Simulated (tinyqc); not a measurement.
Six-transistor SRAM cell, nodal equations and margins: one step of the calculation.

Two cross-coupled inverters (pull-down bn, pull-up bp) hold the nodes Q and QB; access transistors (ba, threshold VTn, gate on the word line at Vdd when selected) join them to the bit lines. Transistor (EKV form, voltages against the body): I = 2 n b Vt^2 [F(vp - Vs) - F(vp - Vd)] from drain to source, F(v) = ln^2(1 + exp(v/(2 Vt))), vp = (Vg - VT + sg |Vd - Vs|)/n. n-channel bodies are at 0; for the p-channel device all voltages are counted down from Vdd. b in uA/V^2 gives I in uA. For an access transistor the bit line is the drain and the node the source. In a read both bit lines are at Vdd. The cell is symmetric (no mismatch).

Problem. The largest square in the read butterfly. f(x) is the node voltage of one half-cell in a read for input x (In - Ip - Ia = 0). Static noise margin: side of the largest square between the curve (x, f(x)) and its mirror image (f(y), y); with h(c) the root x of f(x) - x = c, it is the maximum over c > 0 of h(c) - h(-c) + c.

Parameters, values chosen for the exercise: temperature T = 400 K; supply voltage Vdd = 1 V; slope factor n = 1.41; drain-induced barrier lowering sg = 0.099; n-channel threshold VTn = 0.28 V; p-channel threshold (magnitude) VTp = 0.36 V; gain factor of the pull-down transistor bn = 870 uA/V^2; gain factor of the access transistor ba = 870 uA/V^2; gain factor of the pull-up transistor bp = 480 uA/V^2.

Constants: q = 1.602176634e-19 C, kB = 1.380649e-23 J/K, Vt = kB T/q. Results are converted to the units shown.

```
point,c (V)
0,0.15
1,0.25
2,0.35
3,0.43
4,0.5
5,0.55
6,0.6
```

Give: h(c); h(-c); side.

Solution.

```
point,h(c) (V),h(-c) (V),side (V)
0,0.41844,0.52852,0.03992
1,0.40617,0.58302,0.07315
2,0.39609,0.64207,0.10402
3,0.38542,0.69319,0.12222
4,0.37016,0.74149,0.12867
5,0.35387,0.77808,0.12579
6,0.33226,0.81623,0.11603
```

The maximum over c is 128.7 mV, the read margin; with the word line off (no Ia) the same construction gives 332.6 mV.

Computed by the program tinyqc: `OMP_NUM_THREADS=1 python tinyqc.py 2340038 2340039 out.jsonl`, one thread of a shared Intel Xeon 2.30GHz, about 0.1 s for the whole run.
